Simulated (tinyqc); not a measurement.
What sets the screening length: static screening by free carriers.

kF = (3 pi^2 n/Mv)^(1/3), EF = c kF^2/m with c = hbar^2/2m0, n in 1/angstrom^3 (1e-24 per 1/cm^3), e2 = e^2/(4 pi eps0). Thomas-Fermi: qTF^2 = 6 pi e2 n/(eps EF). Debye: qD^2 = 4 pi e2 n/(eps kB T).

F_j(eta) = (1/Gamma(j + 1)) integral_0^infinity x^j dx/(1 + exp(x - eta)), which tends to exp(eta) for eta << 0.

At finite T: qs^2 = qD^2 F_-1/2(eta)/F_1/2(eta), where n = Mv N F_1/2(eta) and N = 2 (m kB T/(4 pi c))^(3/2) with c = hbar^2/2m0, in 1/angstrom^3; times 1e24 for 1/cm^3.

Constants: hbar^2/2m0 = 3.80998211 eV angstrom^2; e^2/(4 pi eps0) = 14.39964547 eV angstrom; kB = 8.617333262e-05 eV/K.

Inputs chosen for the exercise (near those of Ge; the results hold for these values, not for the real material):
- n = 8.4e+19 1/cm^3 (carrier density)
- m = 0.2225 m0 (mass of one isotropic valley)
- Mv = 4 (valleys)
- eps = 15.8 (background dielectric constant)
- T = 300 K

All results formed anew.

Results for these values:
```
case  Debye (angstrom)  Thomas-Fermi (angstrom)  finite T (angstrom)
base             5.184                    9.298                9.500
```

What happens to each result for T = 360 K, all else kept?

Answer: Debye rises from 5.184 to 5.679; Thomas-Fermi does not change at the printed digits; finite T rises from 9.500 to 9.603.

The same for each parameter in turn:
```
case                 Debye (angstrom)  Thomas-Fermi (angstrom)  finite T (angstrom)
base                            5.184                    9.298                9.500
n = 1.68e+20 1/cm^3             3.666                    8.283                8.347
m = 0.2893 m0                   5.184                    8.154                8.473
eps = 18.96                     5.679                    10.19                10.41
T = 360 K                       5.679                    9.298                9.603
Mv = 5                          5.184                    8.631                8.894
```

Program tinyqc; command `OMP_NUM_THREADS=1 python tinyqc.py 1652444 1652445 out.jsonl`; about 0.01 s on one thread of a shared Intel(R) Xeon(R) Processor @ 2.30GHz.
